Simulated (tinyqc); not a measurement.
Grain-boundary trapping model (Seto) of a polycrystalline semiconductor film: one step, computed by the program tinyqc. Command: `OMP_NUM_THREADS=1 python tinyqc.py 3019470 3019471 out.jsonl poly walk`. One thread of a shared host (Intel(R) Xeon(R) Processor @ 2.30GHz), about 0.01 s of CPU time with the checks.

Grains of equal size L are joined by thin boundaries with one trap level. Trapped carriers deplete a width W on each side and raise a barrier, crossed by thermionic emission. Dopants are fully ionised, statistics are non-degenerate and mu_g does not depend on T.

Problem. Resistivity and effective mobility. Boundary: sigma_b = L e^2 n_0 exp(-e V_B/k_B T)/sqrt(2 pi m k_B T); drift through the grain, depleted parts included: rho_g = [(1 - 2W/L) + (2W/L) int_0^1 exp(y^2 s^2) ds]/(e n_0 mu_g); rho = 1/sigma_b + rho_g. Mean carrier density n_av = n_0 [(1 - 2W/L) + (2W/L) (sqrt(pi)/2) erf(y)/y], y = sqrt(e V_B/k_B T); effective mobility 1/(e n_av rho).

Inputs (values chosen for the exercise, modelled on polycrystalline ZnO):
```
quantity,value,unit
effective mass m,0.29,m_0
grain size L,100,nm
doping N,3.3e+16,1/cm^3
mobility inside the grains mu_g,96,cm^2/(V s)
temperature T,300,K
```

Grain interior: resistance included.

depletion width W = 50 nm

barrier V_B = 0.08993061 V

E_F = -0.4254584 eV

centre density n_0 = 2.706435e+11 1/cm^3

Constants: k_B = 8.617333262e-05 eV/K; m_0 = 9.1093837015e-31 kg; k_B = 1.380649e-23 J/K; e = 1.602176634e-19 C.

Give: boundary resistivity; drift resistivity rho_g; resistivity rho; mean carrier density; effective mobility.

Solution.

boundary resistivity = 3.869e+05 ohm cm

drift resistivity rho_g = 1.382e+06 ohm cm

resistivity rho = 1.769e+06 ohm cm

mean carrier density = 1.275e+11 1/cm^3

effective mobility = 27.67 cm^2/(V s)

A single crystal with the same N and mu_g would have 1.97 ohm cm, a factor 898000 lower.
